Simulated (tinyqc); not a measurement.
Inside a calculation: Fermi-Dirac statistics of conduction electrons. Values are carried at full precision from step to step, so a last printed digit may differ when a step is redone from the rounded ones.

Constants: hbar^2/2m0 = 3.80998211 eV angstrom^2; kB = 8.617333262e-05 eV/K; e^2/(4 pi eps0) = 14.39964547 eV angstrom.

Parameters, chosen for this exercise (near those of GaAs, lowest valleys alone; shifted at random, so the results belong to these values and not to a real crystal):
```
symbol  value    unit    meaning
m       0.0675   m0      density-of-states mass of the conduction band
T       300      K
n       1.3e+17  1/cm^3  electron density
eps     12.3             static dielectric constant
alpha   0.61     1/eV    non-parabolicity
```

## Reduced density

N = 2 (m kB T/(4 pi c))^(3/2) with c = hbar^2/2m0, in 1/angstrom^3; times 1e24 for 1/cm^3; u = n/Nc.

kT = 0.025852 eV
Nc = 4.4008e+17 1/cm^3
u = n/Nc = 0.29540

## Reduced Fermi level by five rules

F_j(eta) = (1/Gamma(j + 1)) integral_0^infinity x^j dx/(1 + exp(x - eta)), which tends to exp(eta) for eta << 0.

With u = n/Nc: Boltzmann eta = ln u; Joyce-Dixon eta = ln u + u/sqrt(8) - 4.95009e-3 u^2 + 1.48386e-4 u^3 - 4.42563e-6 u^4; Nilsson eta = ln u/(1 - u^2) + v/(1 + (0.24 + 1.08 v)^-2) with v = (3 sqrt(pi) u/4)^(2/3); fully degenerate limit eta = v; exact: F_1/2(eta) = u.

Find eta = (EF - Ec)/kT by each rule.

eta: Boltzmann -1.219, Joyce-Dixon -1.115, Nilsson -1.121, degenerate 0.536, exact -1.115

Against the exact value the errors are Boltzmann -0.104, Joyce-Dixon 0.000, Nilsson -0.005, degenerate limit +1.652 (in kT).

## Exact eta by Newton steps

Solve ln F_1/2(eta) = ln u from the Boltzmann value; dF_1/2/d eta = F_-1/2, so the step is -ln(F_1/2/u) F_1/2/F_-1/2. Stop below 1e-9.

Newton steps:
```
step        eta     F_1/2    F_-1/2  step taken
1     -1.219413  0.268725  0.245567       0.104
2     -1.115833  0.295288  0.267580    0.000433
3     -1.115400  0.295404  0.267675    7.89e-09
4     -1.115400  0.295404  0.267675   -2.45e-16
```

Converged in 4 steps.

## Mean energy, Einstein relation and screening

eta = -1.11540

Mean kinetic energy <E> = (3/2) kT F_3/2/F_1/2; D/mu = (kT/e) F_1/2/F_-1/2; dn/dEF = (Nc/kT) F_-1/2; screening length L = (4 pi (e^2/(4 pi eps0)) (dn/dEF)/eps)^(-1/2), with dn/dEF in 1/(angstrom^3 eV) (1/cm^3 = 1e-24/angstrom^3).

F_-1/2, F_1/2, F_3/2: 0.2677  0.2954  0.3107

<E> = 40.79 meV
D/mu = 28.53 mV
dn/dEF = 4.557e+18 1/(cm^3 eV)
L = 122.1 angstrom

EF lies within 2 kT of the edge. D/mu is 1.104 times kT/e and <E> is 1.052 times (3/2) kT; the Debye formula, with n/kT in place of dn/dEF, would give L = 116.3 angstrom.

## Fermi level in the non-parabolic band

Non-parabolic band E (1 + alpha E) = c k^2/m: n = Nc (2/sqrt(pi)) integral_0^infinity sqrt(x (1 + a x)) (1 + 2 a x) dx/(1 + exp(x - eta)) with a = alpha kT and eta = (EF - Ec)/kT; a = 0 gives n = Nc F_1/2(eta).

Solve for eta at the same n.

a = 0.01577
eta = -1.183
EF - Ec = -30.57 meV

The extra states lower EF by 1.74 meV against the parabolic band.

## Checks

- Non-parabolic integral at a = 0 against F_1/2(2): both 2.823721.
- F_1/2(40) against the Sommerfeld form (4/(3 sqrt(pi))) eta^(3/2) (1 + pi^2/(8 eta^2)): both 190.45.

(tinyqc, `OMP_NUM_THREADS=1 python tinyqc.py 1652599 1652600 out.jsonl`, Intel(R) Xeon(R) Processor @ 2.30GHz, 1 thread, shared host, about 0.01 s.)
